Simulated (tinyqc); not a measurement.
## Field from the transmission

Problem. The left lead has its band edge at 0; for x > 0 the edge falls without end, U(x) = U0 - F x, with mass m1. No transverse momentum; C = hbar^2/(2 m0); psi and psi'/m are continuous at x = 0. The outgoing solution is Bi(z) + i Ai(z). Energy scale e = (C F^2/m1)^(1/3), z(x) = (U(x) - E)/e, s = (dz/dx)/m1 = -F/(e m1); v = k/m in a lead. With the Airy functions at z = z(0): g = s (Bi' + i Ai')/(Bi + i Ai), r = (i vL - g)/(i vL + g), T(E) = 1 - |r|^2 = 4 vL Im(g)/|i vL + g|^2, vL = sqrt(mL E/C)/mL. Find F, known to lie between 0.0067 and 0.11 V/nm, and z(0).

Inputs (values chosen for the exercise): mass in the left lead mL = 0.042 m0; barrier edge at x = 0 U0 = 0.52 eV; mass in the barrier m1 = 0.074 m0; electron energy E = 0.091 eV.

Constants: q = 1.602176634e-19 C, hbar = 1.054571817e-34 J s, m0 = 9.1093837015e-31 kg, hbar^2/(2 m0) = 0.0380998212 eV nm^2. Results are converted to the units shown.

T(E) = 7.1920426e-9

Solution. Over that range T(E) rises steadily with F, so there is one root, found by bisection.

F = 0.0270 V/nm
z(0) = 5.95

Numbers from tinyqc (`OMP_NUM_THREADS=1 python tinyqc.py 2580101 2580102 out.jsonl`; about 0.01 s on one thread of a shared Intel Xeon 2.30GHz).
